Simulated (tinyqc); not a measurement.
Tail temperature from the power law.

Question. When tail states hold most of the charge, the linear current goes as I = A (Vg - VT)^g with g = 2 Tt/T - 1. Find g, Tt and the tail width kB Tt.

Values chosen for this exercise:

| symbol | value | unit | meaning |
|---|---|---|---|
| T | 300 | K | temperature |

Constants: q = 1.602176634e-19 C, kB = 1.380649e-23 J/K, Vt = kB T/q. Results are converted to the units shown.

I at Vg - VT = 23 and 34 V (nA): [2571.5915, 4682.5990]

Solution. g is the slope of ln I against ln(Vg - VT).

g = 1.533
Tt = 380.0 K
kB Tt = 32.75 meV

Program tinyqc, `OMP_NUM_THREADS=1 python tinyqc.py 2610135 2610136 out.jsonl`; Intel Xeon 2.30GHz, shared host, one thread, about 0.03 s.
